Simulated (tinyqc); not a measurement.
Estimate of lattice thermal conductivity from elastic moduli (Slack, Klemens and Cahill formulas): one step, computed by the program tinyqc. Command: `OMP_NUM_THREADS=1 python tinyqc.py 3015131 3015132 out.jsonl slack walk`. One thread of a shared host (Intel(R) Xeon(R) Processor @ 2.30GHz), about 0.01 s of CPU time with the checks.

An isotropic solid.

Question. Velocities, Poisson ratio and Debye temperature. rho = M/V; vL = sqrt((B + 4G/3)/rho), vT = sqrt(G/rho); v_m = [(vL^-3 + 2 vT^-3)/3]^(-1/3); Poisson ratio sigma = (3B - 2G)/(6B + 2G); Theta = hbar v_m (6 pi^2/V)^(1/3)/k_B.

Inputs (values chosen for the exercise, for a model crystal): bulk modulus B = 24 GPa; shear modulus G = 7.49 GPa; volume per atom V = 29.6 angstrom^3; mean atomic mass M = 142 u.

Grueneisen parameter: from thermal expansion.

Constants: u = 1.6605390666e-27 kg; hbar = 1.054571817e-34 J s; k_B = 1.380649e-23 J/K.

Give: density rho; vL; vT; v_m; Poisson ratio sigma; Debye temperature Theta.

Answer.

density rho = 7966 kg/m^3

vL = 2066 m/s

vT = 969.7 m/s

v_m = 1091 m/s

Poisson ratio sigma = 0.3587

Debye temperature Theta = 105.0 K
